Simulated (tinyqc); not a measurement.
Fully depleted semiconductor-on-insulator film with two gates, non-linear Poisson equation by Newton steps: one step of the calculation.

One dimension across the film, front interface at x = 0, back interface at x = ts. psi is counted from the intrinsic level, n = ni exp(psi/Vt) (source grounded), holes neglected, acceptors ionised. Gates act through Cox = eps0 eox/tox and Cbox = 3.9 eps0/tb with potentials G1 = Vg - (phiM - chi - Vt ln(Nc/ni)) and G2 = Vb - (phiB - chi - Vt ln(Nc/ni)). Classical Boltzmann densities, no interface charge, no depletion in the back plane.

Question. Newton step. Solve a d_(i-1) + b_i d_i + a d_(i+1) = -F_i for all nodes. Each component d is damped to sign(d) Vt ln(1 + |d|/Vt) before it is added.

Parameters, values chosen for the exercise: temperature T = 300 K.

Constants: q = 1.602176634e-19 C, kB = 1.380649e-23 J/K, Vt = kB T/q. Results are converted to the units shown.

a = 7.5601142 uF/cm^2

```
node  diagonal b (F/cm^2)  residual F (C/cm^2)  psi at the start (V)
0           -9.2044655e-6         1.1703156e-6                   0.3
1           -1.5120233e-5       -2.0938259e-11                   0.3
2           -1.5120233e-5       -2.0938259e-11                   0.3
3           -1.5120233e-5       -2.0938259e-11                   0.3
4           -1.5120233e-5       -2.0938259e-11                   0.3
5           -1.5120233e-5       -2.0938259e-11                   0.3
6           -1.5120233e-5       -2.0938259e-11                   0.3
7           -1.5120233e-5       -2.0938259e-11                   0.3
8           -1.5120233e-5       -2.0938259e-11                   0.3
9           -1.5120233e-5       -2.0938259e-11                   0.3
10          -7.6217794e-6        -3.9985048e-8                   0.3
```

Give: Newton step d, before damping; psi after iteration 1.

Answer.

```
node  Newton step d, before damping (V)  psi after iteration 1 (V)
0                                 0.666                      0.385
1                                 0.656                      0.385
2                                 0.646                      0.384
3                                 0.636                      0.384
4                                 0.626                      0.383
5                                 0.616                      0.383
6                                 0.606                      0.383
7                                 0.597                      0.382
8                                 0.587                      0.382
9                                 0.577                      0.381
10                                0.567                      0.381
```

tinyqc, about 0.5 s, one thread, Intel Xeon 2.30GHz (shared host): `OMP_NUM_THREADS=1 python tinyqc.py 2190105 2190106 out.jsonl`
